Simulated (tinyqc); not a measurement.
Floating body of a partially depleted SOI transistor: body voltage and kink: two steps of the calculation.

Source at 0 V. Channel current Ic = 2 nf K Vt^2 [F(0) - F(Vd)](1 + la Vd), F(V) = ln^2(1 + exp((Vg - VT - nf V)/(2 nf Vt))), VT = VT0 - gb Vb. Saturation voltage Vs = 2 Vt sqrt(F(0)) + 3 Vt, excess Ve = (Vd - Vs + sqrt((Vd - Vs)^2 + 0.0004 V^2))/2, multiplication M1 = Ai Ve exp(-Bl/Ve). Each junction passes D(v) = J1 (exp(v/Vt) - 1) + J2 (exp(v/(2 Vt)) - 1). Bipolar current Ib = bb J1 (exp(Vb/Vt) - 1). The body settles where M1 (Ic + Ib) = D(Vb) + D(Vb - Vd) + Vb/Rb; drain current Id = (1 + M1)(Ic + Ib) - D(Vb - Vd).

Values chosen for this exercise; values of the order met in partially depleted silicon-on-insulator transistors: temperature T = 300 K; threshold at zero body voltage VT0 = 0.34 V; fall of the threshold per volt of body voltage gb = 0.11; slope factor nf = 1.34; gain factor per width K = 320 uA/(V^2 um); channel-length modulation factor la = 0.06 1/V; impact-ionisation prefactor Ai = 1.06 1/V; impact-ionisation voltage Bl = 7.7 V; diffusion saturation current of each junction J1 = 1.2e-13 uA/um; recombination saturation current of each junction J2 = 6.1e-9 uA/um; gain of the lateral bipolar transistor on the diffusion current bb = 0; resistance of a weak body tie to the source (1e9 stands for no tie, and the term is then dropped) Rb = 1e9 kohm um; gate voltage Vg = 0.31 V; drain voltage Vd = 2.2 V.

Constants: q = 1.602176634e-19 C, kB = 1.380649e-23 J/K, Vt = kB T/q. Results are converted to the units shown.

Problem 1. New Vb. Current into the body I_in = M1 (Ic + Ib) - D(Vb - Vd), current out I_out = D(Vb) + Vb/Rb; f = ln(I_in/I_out), s = df/dVb by central differences over 1e-5 V, Vb(new) = Vb - f/s.

Vb after iteration 1 = 0.68392324 V

Wanted: Ic; Ve; M1; I_in; I_out; f; s; Vb after iteration 2.

Solution 1.

Ic = 0.7455 uA/um
Ve = 2.067 V
M1 = 0.05283
I_in = 0.03938 uA/um
I_out = 0.04042 uA/um
f = -0.02598
s = -35.24 1/V
Vb after iteration 2 = 0.6832 V

Problem 2. Drain current with floating and with grounded body. Id and VT at the converged Vb, Id at Vb = 0, their ratio, and the bipolar share Ib/(Ic + Ib).

converged Vb = 0.68318575 V

Wanted: VT; Id, floating; Id, grounded; ratio; bipolar share.

Solution 2.

VT = 0.26485 V
Id, floating = 0.78377 uA/um
Id, grounded = 0.17130 uA/um
ratio = 4.5755
bipolar share = 0.0000 %

The body rises to 0.683 V and lowers the threshold by 75.2 mV.

Range of the model: The multiplication law is an empirical form chosen for the exercise; self-heating and capacitive coupling to the body are left out, and the linear laws are rough once Vb passes about 0.7 V or M1 about 0.1.

Program tinyqc, `OMP_NUM_THREADS=1 python tinyqc.py 2182234 2182235 out.jsonl`; Intel Xeon 2.30GHz, shared host, one thread, about 0.2 s.
